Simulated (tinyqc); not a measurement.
Comparisons within one model: defect, radiative and Auger recombination at equal electron and hole densities (ABC model). A value that a table varies takes the place of the one given here.

J/(e d) = Ae n + B n^2 + C n^3 with Ae = A + 4 S/w (four side walls, carriers spread evenly), e = 1.602176634e-19 C, lengths in cm; internal efficiency IQE = B n^2/(Ae n + B n^2 + C n^3); all injected carriers recombine in the layer.

Values chosen for the exercise (orders of magnitude like those quoted for GaAs; the results hold for these values, not for the real material): A = 13000000 1/s (defect rate); B = 1.1e-10 cm^3/s (radiative coefficient); C = 4.2e-30 cm^6/s (Auger coefficient); S = 390 cm/s (recombination velocity of the side walls); w = 12 micrometre (side of the square mesa); d = 59 nm (active thickness); S2 = 10000 cm/s (recombination velocity of the side walls in this comparison); J = 24 A/cm^2 (current density).

## Efficiency against current

The slope is d ln(B n^2)/d ln J = 2 (Ae + B n + C n^2)/(Ae + 2 B n + 3 C n^2).

Results:

| J (A/cm^2) | n (1/cm^3) | IQE | slope | differential lifetime (ns) |
|---|---|---|---|---|
| 0.40 | 2.48e+16 | 0.160 | 1.723 | 50.6 |
| 2.0 | 8.81e+16 | 0.403 | 1.422 | 29.6 |
| 6.0 | 1.83e+17 | 0.583 | 1.257 | 18.2 |
| 20 | 3.76e+17 | 0.735 | 1.139 | 10.1 |
| 1.0e+02 | 9.03e+17 | 0.849 | 1.049 | 4.48 |
| 4.0e+02 | 1.84e+18 | 0.876 | 1.000 | 2.17 |
| 2.0e+03 | 4.03e+18 | 0.843 | 0.951 | 0.905 |
| 6.0e+03 | 6.72e+18 | 0.784 | 0.915 | 0.485 |
| 2.0e+04 | 1.15e+19 | 0.689 | 0.871 | 0.237 |
| 1.0e+05 | 2.27e+19 | 0.534 | 0.813 | 0.0871 |

IQE peaks at 0.876 for J = 404 A/cm^2, where the slope passes 1. It is 0.16 at the lowest current and 0.534 at the highest, a droop of 39 %. The slope runs from 1.72 to 0.81; its limits are 2 (defects alone), 1 (radiation alone) and 2/3 (Auger alone). In the 4 rows above about 2e18 1/cm^3 the bands are degenerate: B saturates and stimulated emission, left out, would clamp n in a laser cavity.

## Shrinking the mesa

S = S2; w takes the values listed.

Results:

| w (micrometre) | Ae (1/s) | IQE_max | J at the peak (A/cm^2) | IQE at J |
|---|---|---|---|---|
| 200 | 1.50e+07 | 0.874 | 425 | 0.743 |
| 100 | 1.70e+07 | 0.867 | 486 | 0.717 |
| 50 | 2.10e+07 | 0.854 | 609 | 0.666 |
| 20 | 3.30e+07 | 0.824 | 992 | 0.536 |
| 10 | 5.30e+07 | 0.787 | 1.67e+03 | 0.379 |
| 5 | 9.30e+07 | 0.736 | 3.13e+03 | 0.204 |
| 2 | 2.13e+08 | 0.648 | 8.14e+03 | 0.0550 |
| 1 | 4.13e+08 | 0.569 | 1.80e+04 | 0.0159 |

The walls equal the bulk defect rate at w = 4 S/A = 30.8 micrometre. From 200 to 1 micrometre the peak efficiency falls from 0.874 to 0.569 and moves to a current 42.3 times higher; at the fixed J the efficiency goes from 0.743 to 0.0159. For large w diffusion to the walls, left out here, would limit the loss.

## Spreading the carriers over a thicker layer

d is multiplied by the factor listed, at the same J.

Results:

| factor | n (1/cm^3) | defect | radiative | Auger |
|---|---|---|---|---|
| 0.10 | 1.42e+18 | 0.0799 | 0.873 | 0.0473 |
| 0.20 | 9.94e+17 | 0.112 | 0.856 | 0.0325 |
| 0.50 | 6.11e+17 | 0.172 | 0.809 | 0.0189 |
| 1.0 | 4.17e+17 | 0.235 | 0.753 | 0.0120 |
| 2.0 | 2.80e+17 | 0.315 | 0.678 | 0.00724 |
| 5.0 | 1.59e+17 | 0.448 | 0.549 | 0.00333 |
| 10 | 1.00e+17 | 0.564 | 0.434 | 0.00166 |
| 20 | 6.05e+16 | 0.682 | 0.317 | 0.000734 |

The best factor listed is 0.1 (IQE 0.8728); the optimum factor equals J/J_peak = 0.0594, a layer of 3.51 nm, since only J/d matters and the peak value 0.876 does not depend on d. A thicker layer trades Auger loss (0.0473 to 0.000734) for defect loss (0.0799 to 0.682).

## What moves the efficiency

IQE_max = Q/(Q + 2) with Q = B/sqrt(Ae C), reached at n = sqrt(Ae/C). Each row changes one parameter from the base and keeps the others.

Results:

| case | n (1/cm^3) | IQE | IQE_max | J at the peak (A/cm^2) |
|---|---|---|---|---|
| base | 4.169e+17 | 0.7532 | 0.8765 | 404 |
| A = 26000000 1/s | 3.701e+17 | 0.5936 | 0.8370 | 807 |
| B = 1.65e-10 cm^3/s | 3.499e+17 | 0.7958 | 0.9141 | 581 |
| C = 8.4e-30 cm^6/s | 4.142e+17 | 0.7432 | 0.8338 | 212 |
| d = 118 nm | 2.797e+17 | 0.6777 | 0.8765 | 808 |
| J = 72 A/cm^2 | 7.596e+17 | 0.8332 | 0.8765 | 404 |
| w = 6 micrometre | 4.120e+17 | 0.7353 | 0.8717 | 443 |

The largest shifts from the base row, up to three for each result and ties (the steps differ in size, so this ranks the rows, not the parameters). n (1/cm^3): J +3.43e+17, d -1.37e+17, B -6.70e+16. IQE: A -0.160, J +0.0801, d -0.0754. IQE_max: C -0.0427, A -0.0395, B +0.0376; unchanged at the printed digits by d and J. J at the peak (A/cm^2): d +404, A +404, C -192; unchanged at the printed digits by J.

tinyqc: `OMP_NUM_THREADS=1 python tinyqc.py 1682710 1682711 out.jsonl`; about 0.01 s, one thread, shared Intel(R) Xeon(R) Processor @ 2.30GHz.
